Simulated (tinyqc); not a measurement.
Front-illuminated p-i-n photodiode, quantum efficiency and bandwidth: one step of the calculation.

Light enters through a p layer (0 to xp), a depleted layer (xp to xp + wi) and a thick n substrate, decaying as exp(-al x); one pass, no back reflection. Carriers made in the depleted layer are all collected; those in the neutral layers diffuse.

Question. Quantum efficiency. k = al Ln, s = S Ln/Dn, e = exp(-al xp); front layer f1 = (k/(k^2 - 1)) {[s + k - e (s cosh(xp/Ln) + sinh(xp/Ln))]/[s sinh(xp/Ln) + cosh(xp/Ln)] - k e}; depleted layer f2 = e (1 - exp(-al wi)); substrate f3 = e exp(-al wi) al Lp/(1 + al Lp); external efficiency (1 - Rf)(f1 + f2 + f3); responsivity = efficiency q lam/(h c).

Parameters, values chosen for the exercise; values close to those of In0.53Ga0.47As at this wavelength: wavelength lam = 1310 nm; absorption coefficient al = 11400 1/cm; reflectance of the front face Rf = 0.3; thickness of the front p layer xp = 0.99 um; thickness of the depleted layer wi = 0.5 um; electron diffusion coefficient in the p layer Dn = 71 cm^2/s; electron diffusion length in the p layer Ln = 5.6 um; recombination velocity of the front surface S = 700 cm/s; hole diffusion length in the thick n substrate Lp = 3.1 um.

Constants: q = 1.602176634e-19 C, h = 6.62607015e-34 J s, c = 299792458 m/s. Results are converted to the units shown.

Give: s; f1; f2; f3; external efficiency; responsivity.

Answer.

s = 0.0055211
f1 = 0.66825
f2 = 0.14055
f3 = 0.14259
external efficiency = 0.66597
responsivity = 0.70366 A/W

The front layer absorbs 67.7 % of the light that enters and collects 98.8 % of that. Diffusion from the neutral layers makes up 85.2 % of the current.

Numbers from tinyqc (`OMP_NUM_THREADS=1 python tinyqc.py 2250002 2250003 out.jsonl`; about 0.01 s on one thread of a shared Intel Xeon 2.30GHz).
